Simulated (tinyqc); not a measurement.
Site energy and hopping from one surface Green function.

Problem. A semi-infinite chain with site energy e0 and hopping -t has g_s = 1/(E - e0 - t^2 g_s). Inside the band |g_s| = 1/t and Re g_s = (E - e0)/(2 t^2). Find t and e0.

g_s at E = 1.76 eV = 0.51500000-0.85719018i 1/eV

Answer. t = 1/|g_s|, and e0 = E - 2 t^2 Re g_s.

t = 1.000 eV
e0 = 0.7300 eV

Computed by the program tinyqc: `OMP_NUM_THREADS=1 python tinyqc.py 2680032 2680033 out.jsonl`, one thread of a shared Intel Xeon 2.30GHz, about 0.08 s for the whole run.
